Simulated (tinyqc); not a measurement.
# Floating body of a partially depleted SOI transistor: body voltage and kink: what changes with what

Source at 0 V. Channel current Ic = 2 nf K Vt^2 [F(0) - F(Vd)](1 + la Vd), F(V) = ln^2(1 + exp((Vg - VT - nf V)/(2 nf Vt))), VT = VT0 - gb Vb. Saturation voltage Vs = 2 Vt sqrt(F(0)) + 3 Vt, excess Ve = (Vd - Vs + sqrt((Vd - Vs)^2 + 0.0004 V^2))/2, multiplication M1 = Ai Ve exp(-Bl/Ve). Each junction passes D(v) = J1 (exp(v/Vt) - 1) + J2 (exp(v/(2 Vt)) - 1). Bipolar current Ib = bb J1 (exp(Vb/Vt) - 1). The body settles where M1 (Ic + Ib) = D(Vb) + D(Vb - Vd) + Vb/Rb; drain current Id = (1 + M1)(Ic + Ib) - D(Vb - Vd).

Parameters, values chosen for the exercise; values of the order met in partially depleted silicon-on-insulator transistors: temperature T = 330 K; threshold at zero body voltage VT0 = 0.47 V; fall of the threshold per volt of body voltage gb = 0.33; slope factor nf = 1.19; gain factor per width K = 590 uA/(V^2 um); channel-length modulation factor la = 0.03 1/V; impact-ionisation prefactor Ai = 3.9 1/V; impact-ionisation voltage Bl = 7.3 V; diffusion saturation current of each junction J1 = 3.7e-11 uA/um; recombination saturation current of each junction J2 = 2.2e-7 uA/um; gain of the lateral bipolar transistor on the diffusion current bb = 1; resistance of a weak body tie to the source (1e9 stands for no tie, and the term is then dropped) Rb = 70000 kohm um; gate voltage Vg = 0.94 V; drain voltage Vd = 2.3 V.

Constants: q = 1.602176634e-19 C, kB = 1.380649e-23 J/K, Vt = kB T/q. Results are converted to the units shown.

Each table varies one quantity; the others keep the values above.

## Output curve and kink

Rows with more than one solution for Vb (latch) are left out; dId/dVd by a forward difference over 1e-4 V, swing = 1e-4 V over the change of log10 Id; M1 under 1e-12 is printed as 0.

Output curve and kink:
```
Vd (V)	Vb (V)	M1	Id, floating (uA/um)	Id, grounded (uA/um)	ratio	dId/dVd, floating (uS/um)	dId/dVd, grounded (uS/um)
1.2	0.2140	4.085e-5	75.07	56.75	1.323	198.0	1.741
1.4	0.5570	2.152e-4	110.5	57.15	1.933	68.06	2.357
1.6	0.6327	0.001619	120.1	57.78	2.078	38.72	4.137
1.8	0.6781	0.006976	127.5	58.91	2.164	37.66	7.502
2	0.7111	0.02067	135.9	60.89	2.232	48.65	12.50
2.2	0.7369	0.04782	147.8	64.01	2.309	72.43	18.93
```

Vb rises from 0.214 to 0.737 V and the ratio of the currents rises from 1.32 to 2.31. The output conductance with a floating body exceeds the grounded value by the largest factor among the rows, 114, at Vd = 1.2 V, where Vb = 0.214 V and M1 = 4.08e-5.

## Transfer curve and swing

Same model as above.

Transfer curve and swing:
```
Vg (V)	Vb (V)	M1	Id, floating (uA/um)	Id, grounded (uA/um)	ratio	swing, floating (mV/decade)	swing, grounded (mV/decade)
0.02	6.096e-5	0.3198	2.907e-6	2.905e-6	1.001	84.31	84.35
0.12	8.931e-4	0.3196	5.200e-5	5.155e-5	1.009	77.81	78.48
0.32	0.6770	0.2734	3.952	0.01711	231.1	128.0	82.14
0.42	0.7118	0.2301	15.04	0.2418	62.19	233.8	94.62
0.52	0.7296	0.1887	32.90	1.984	16.59	367.5	132.0
0.62	0.7395	0.1523	55.84	8.127	6.871	511.9	206.3
0.72	0.7450	0.1210	82.95	20.21	4.104	657.8	309.9
0.82	0.7476	0.09429	113.9	37.98	2.998	800.1	428.3
```

Vb rises from 6.10e-5 to 0.748 V. The smallest swing among the rows is 77.8 mV a decade with a floating body (at Vg = 0.12 V) and 78.5 with a grounded one; Vt ln 10 = 65.5. In the first row the floating body raises the current by a factor of 1.00.

Range of the model: The multiplication law is an empirical form chosen for the exercise; self-heating and capacitive coupling to the body are left out, and the linear laws are rough once Vb passes about 0.7 V or M1 about 0.1.

Numbers from tinyqc (`OMP_NUM_THREADS=1 python tinyqc.py 2182068 2182069 out.jsonl`; about 0.2 s on one thread of a shared Intel Xeon 2.30GHz).
